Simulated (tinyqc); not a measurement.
Inside a calculation: Stoner model of a band ferromagnet. Values are carried at full precision from step to step, so a last printed digit may differ when a step is redone from the rounded ones.

Density of states per atom and spin: triangular, D(e) = (4 M/W^2) (W/2 - |e|). Levels e -/+ I m/2 for up and down spin, m = n_up - n_down, n_up + n_down = nd. At zero temperature e(N) is the energy below which N states lie, and E(m) = sum over spins of integral e D de - I m^2/4.

Values chosen for the exercise:
- W = 4.4 eV (band width, e from -W/2 to W/2)
- M = 5 (states per atom and spin)
- nd = 6.83 (electrons per atom)
- I = 0.63 eV (Stoner parameter)

## The paramagnetic state and the Stoner criterion

Find EF from nd/2 states per spin, D(EF) and the product I D(EF); below 1 the susceptibility is enhanced by 1/(1 - I D).

EF = 0.4483 eV
D(EF) = 1.8096 1/eV
I D(EF) = 1.1401

The paramagnet is unstable.

## Energy against moment

Tabulate the splitting that the band needs, e(n_up) - e(n_down), against I m, and E(m) - E(0), at nine moments up to saturation m_max = min(nd, 2M - nd).

Energy curve:

| m | e(n_up) (eV) | e(n_down) (eV) | difference (eV) | I m (eV) | E - E(0) (meV) |
|---|---|---|---|---|---|
| 0.000 | 0.4483 | 0.4483 | 0.0000 | 0.0000 | 0.0 |
| 0.396 | 0.5614 | 0.3420 | 0.2194 | 0.2496 | -3.0 |
| 0.792 | 0.6830 | 0.2415 | 0.4415 | 0.4993 | -11.8 |
| 1.189 | 0.8151 | 0.1459 | 0.6692 | 0.7489 | -25.6 |
| 1.585 | 0.9613 | 0.0546 | 0.9068 | 0.9986 | -42.7 |
| 1.981 | 1.1273 | -0.0335 | 1.1608 | 1.2482 | -60.9 |
| 2.377 | 1.3241 | -0.1239 | 1.4481 | 1.4978 | -75.2 |
| 2.774 | 1.5807 | -0.2185 | 1.7991 | 1.7475 | -76.5 |
| 3.170 | 2.2000 | -0.3177 | 2.5177 | 1.9971 | -40.3 |

dE/dm is half of (difference - I m), so E falls wherever I m exceeds the difference.

## The ground state

Take the lowest of E(0), the stationary points e(n_up) - e(n_down) = I m, and saturation.

m = 2.616 muB
exchange splitting I m = 1.648 eV
E - E(0) = -78.4 meV

n_up, n_down: 4.723  2.107

Both spin bands cross the Fermi level (a weak ferromagnet).

## Checks

- States in the band over M against 1: both 1.000000.

Run: tinyqc, `OMP_NUM_THREADS=1 python tinyqc.py 1650831 1650832 out.jsonl`; Intel(R) Xeon(R) Processor @ 2.30GHz, one thread, shared host; about 0.4 s of CPU time with all checks.
